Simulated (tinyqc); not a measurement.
Worked calculation: Hubbard chain of 4 sites. Computed by tinyqc, a small Python program that keeps every step. Settings: hopping = 1.13, U = 7.2, mixing = 1, iteration cap = 80. Command: `OMP_NUM_THREADS=1 python tinyqc.py 27076 27077 out.jsonl` (the two numbers bound the seeds that draw the settings). One thread of a shared host (Intel(R) Xeon(R) Processor @ 2.60GHz), about 0.2 s of CPU time with the checks.

one-body matrix (hopping and site energies) (eV), lower triangle:
```
           1          2          3          4
1   0.180000
2  -1.130000  -0.060000
3   0.000000  -1.130000  -0.620000
4   0.000000   0.000000  -1.130000  -0.790000
```

U = 7.200000 eV

electrons, up and down: 1  1

n(up) at the start (a guess, not normalised): 1 0.700000, 2 0.000000, 3 0.700000, 4 0.000000

n(down) at the start (a guess): 1 0.000000, 2 0.700000, 3 0.000000, 4 0.700000

Each step fills the lowest levels of T + U n(other spin) and sets n(new) = n + mixing (n(out) - n); stop when output and input agree to 1e-8.

Course of the cycle:
```
iteration       E (eV)  largest |n(out) - n(in)|  mean |n_up - n_down|
1          -2.29853437                  6.67e-01              0.424513
2          -1.73114632                  6.08e-01              0.208465
3          -1.57933529                  6.71e-01              0.326586
4          -0.65675730                  8.69e-01              0.129228
5          -0.23795172                  7.99e-01              0.155297
6          -0.26218971                  8.05e-01              0.070779
7          -0.17291962                  7.27e-01              0.089953
8          -0.02851500                  7.27e-01              0.034867
9          -0.27288966                  6.58e-01              0.047562
10          0.11637557                  6.58e-01              0.015312
11         -0.35359302                  6.12e-01              0.021771
...                ...                       ...                   ...
70          0.24215148                  5.72e-01                     0
71         -0.42450796                  5.72e-01                     0
72          0.24215148                  5.72e-01                     0
73         -0.42450796                  5.72e-01                     0
74          0.24215148                  5.72e-01                     0
75         -0.42450796                  5.72e-01                     0
76          0.24215148                  5.72e-01                     0
77         -0.42450796                  5.72e-01                     0
78          0.24215148                  5.72e-01                     0
79         -0.42450796                  5.72e-01                     0
80          0.24215148                  5.72e-01                     0
```

Can the last value be used, and what does the course show?

Not by the stop rule. Not converged within 80 iterations: the residual has stopped falling: the iteration swings between two states. The lowest mean-field energy found from random starts is -3.22812 eV. Reruns (cap 100 unless said): mixing 0.2: not converged; mixing 0.5: converged in 94 (E = -3.22812); mixing 0.9: converged in 51 (E = -3.22812); the original settings with a cap of 400: not converged.
